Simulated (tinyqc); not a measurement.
# Traps spread exponentially in energy

For traps of total density Nt spread as exp(-E/kB Tc) below the band edge, with l = Tc/T: J = q mu Nc [eps0 eps_r l/(q Nt (l + 1))]^l [(2 l + 1)/(l + 1)]^(l + 1) V^(l + 1)/L^(2 l + 1). It needs trapped charge far above free charge, so only rows below a fifth of the trap-free current (9/8) eps0 eps_r mu V^2/L^3 are listed.

Parameters, values chosen for the exercise:
```
symbol,value,unit,meaning
eps_r,24.5,,relative permittivity
mu,12,cm^2/(V s),mobility
L,1500,nm,thickness
Nc,2e20,cm^-3,band density of states
Nt,1e17,cm^-3,trap density
V,6.2,V,voltage
```

Constants: q = 1.602176634e-19 C, eps0 = 8.8541878128e-14 F/cm where lengths are in cm. Results are converted to the units shown.

Results:
```
l	exponent of V	exponent of 1/L	J (A/cm^2)
4.8	5.800	10.60	29.53
6.5	7.500	14.00	0.3524
7.3	8.300	15.60	0.04396
8.2	9.200	17.40	0.004232
9	10.00	19.00	5.288e-4
```

Estimate the missing row, l = 5.7.

Computed row:
```
l	exponent of V	exponent of 1/L	J (A/cm^2)
5.7	6.700	12.40	2.829
```

With this row back in the table: J falls from 29.5 to 5.29e-4 A/cm^2 at V = 6.2 V, well below q Nt L^2/(2 eps0 eps_r) = 83.1 V, near which the curves for different l come together. A slope above 2 on a log-log plot gives l, and its change with temperature tests the model.

Numbers from tinyqc (`OMP_NUM_THREADS=1 python tinyqc.py 2370072 2370073 out.jsonl`; about 0.01 s on one thread of a shared Intel Xeon 2.30GHz).
